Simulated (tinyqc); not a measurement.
Two-valley model of the transferred-electron effect: one step, computed by the program tinyqc. Command: `OMP_NUM_THREADS=1 python tinyqc.py 3017312 3017313 out.jsonl gunn walk`. One thread of a shared host (Intel(R) Xeon(R) Processor @ 2.30GHz), about 0.01 s of CPU time with the checks.

Both kinds of valley share one electron temperature T_e, and each has a constant mobility.

Problem. Velocity. Density-of-states ratio R = Z (m2/m1)^(3/2); n2/n1 = R exp(-dE/(k_B T_e)); mean mobility mu = (mu1 + mu2 n2/n1)/(1 + n2/n1); energy balance e mu F^2 = (3/2) k_B (T_e - T)/tau_E; v = mu F.

Inputs (values chosen for the exercise, modelled on GaN):
```
quantity                       value        unit
central-valley mass m1           0.2         m_0
satellite-valley mass m2        0.43         m_0
satellite valleys Z                6           -
valley separation dE             1.2          eV
central-valley mobility mu1     1100  cm^2/(V s)
satellite-valley mobility mu2     59  cm^2/(V s)
lattice temperature T            250           K
electric field F                 100       kV/cm
```

Solver: bisection.

electron temperature T_e = 4485.802 K

Constants: k_B = 8.617333262e-05 eV/K.

Give: share in the satellites; mean mobility; drift velocity.

Solution.

share in the satellites = 45.90 %

mean mobility = 622.2 cm^2/(V s)

drift velocity = 6.222 1e7 cm/s

Caution: T_e exceeds 3000 K, outside the range of a Maxwellian in parabolic valleys.
